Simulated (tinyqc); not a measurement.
# Nanowire ballistic transistor, top-of-the-barrier model, step by step

Computed by the program tinyqc: `OMP_NUM_THREADS=1 python tinyqc.py 2400084 2400085 out.jsonl`, one thread of a shared Intel Xeon 2.30GHz, about 0.03 s for the whole run. Printed values are rounded.

At the top of the source barrier, states moving towards the drain are filled by the source (Fermi level 0) and states moving back by the drain (Fermi level -q Vd); nothing scatters. U is the shift of the band edge there, set by the capacitances CG, CD and CS (the total) and by the charge. Parabolic one-dimensional subband; the source is grounded.

Values chosen for this exercise; mass and valleys close to those of germanium:
- T = 250 K (temperature)
- m = 0.124 m0 (effective mass)
- gv = 4 (valley degeneracy)
- eox = 7.5 (relative permittivity of the gate insulator)
- tox = 2.8 nm (insulator thickness)
- d = 6 nm (wire diameter)
- aG = 0.85 (gate control CG/CS)
- aD = 0.063 (drain control CD/CS)
- E0 = 0.27 eV (band edge at the barrier top above the source Fermi level at zero bias)
- Vg = 0.6 V (gate voltage)
- Vd = 0.6 V (drain voltage)

Constants: q = 1.602176634e-19 C, kB = 1.380649e-23 J/K, hbar = 1.054571817e-34 J s, h = 6.62607015e-34 J s, m0 = 9.1093837015e-31 kg, Vt = kB T/q, eps0 = 8.8541878128e-14 F/cm where lengths are in cm. Results are converted to the units shown.

## Density of states, capacitances and charge at zero bias

N0 = gv sqrt(2 m kB T/pi)/hbar, CG = 2 pi eps0 eox/ln(1 + 2 tox/d), CS = CG/aG, n0 = n at U = 0 and Vd = 0. eta1 = -(E0 + U)/Vt, eta2 = eta1 - Vd/Vt, n = (N0/2)[F_(-1/2)(eta1) + F_(-1/2)(eta2)], F_(-1/2)(x) = (1/sqrt(pi)) int_0^infinity u^(-1/2)/(1 + exp(u - x)) du. UL = -(aG Vg + aD Vd).

N0 = 5.975729e6 cm^-1
CG = 6.329109 pF/cm
CS = 7.446011 pF/cm
n0 = 21.54911 cm^-1
UL = -0.5478 eV

## Iteration 1: self-consistent potential at the barrier top

U at the start (U = UL) = -0.5478 eV

eta1 = -(E0 + U)/Vt, eta2 = eta1 - Vd/Vt, n = (N0/2)[F_(-1/2)(eta1) + F_(-1/2)(eta2)], F_(-1/2)(x) = (1/sqrt(pi)) int_0^infinity u^(-1/2)/(1 + exp(u - x)) du. U(out) = UL + q (n - n0)/CS. Newton step: U(new) = U + (U(out) - U)/(1 + CQ/CS), CQ = (q/Vt) dn/d(eta1) with both F' summed; F' = dF_(-1/2)/dx.

eta1 = 12.89494
eta2 = -14.95590
n = 1.207587e7 cm^-1
U(out) = -0.2879609 eV
CQ = 3.519042 pF/cm
U after iteration 1 = -0.3713517 eV

## Iteration 2: self-consistent potential at the barrier top

As before.

eta1 = 4.704552
eta2 = -23.14629
n = 7.147217e6 cm^-1
U(out) = -0.3940120 eV
CQ = 6.199237 pF/cm
U after iteration 2 = -0.3837171 eV

## Course of the iteration: self-consistent potential at the barrier top

Stop when U changes by less than 1e-9 eV, or after 90 iterations.

Course of the iteration:

| iteration | U (eV) | \|change\| (eV) |
|---|---|---|
| 1 | -0.3713517 | 0.176 |
| 2 | -0.3837171 | 0.0124 |
| 3 | -0.3839186 | 2.02e-4 |
| 4 | -0.3839187 | 4.72e-8 |
| 5 | -0.3839187 | < 1e-13 |

Converged in 5 iterations. At the end the number of correct digits about doubles with each step.

## Current, mean velocity and share of the gate voltage

converged U = -0.3839187 eV

N0 = gv sqrt(2 m kB T/pi)/hbar, CG = 2 pi eps0 eox/ln(1 + 2 tox/d), CS = CG/aG, n0 = n at U = 0 and Vd = 0. eta1 = -(E0 + U)/Vt, eta2 = eta1 - Vd/Vt, n = (N0/2)[F_(-1/2)(eta1) + F_(-1/2)(eta2)], F_(-1/2)(x) = (1/sqrt(pi)) int_0^infinity u^(-1/2)/(1 + exp(u - x)) du. I = gv (2 q^2/h) Vt [ln(1 + exp eta1) - ln(1 + exp eta2)]. Mean velocity I/(q n). CQ = (q/Vt) dn/d(eta1); the band edge follows the gate as -dU/dVg = aG/(1 + CQ/CS).

eta1 = 5.287886
n = 7.616298e6 cm^-1
I = 35.33975 uA
mean velocity = 2.896070e7 cm/s
CQ = 5.774981 pF/cm
-dU/dVg = 0.4787167 eV/V

The carriers from the source are degenerate (eta1 = 5.29), and the mean velocity is 2.08 times vT = sqrt(2 kB T/(pi m)) = 1.39e7 cm/s.
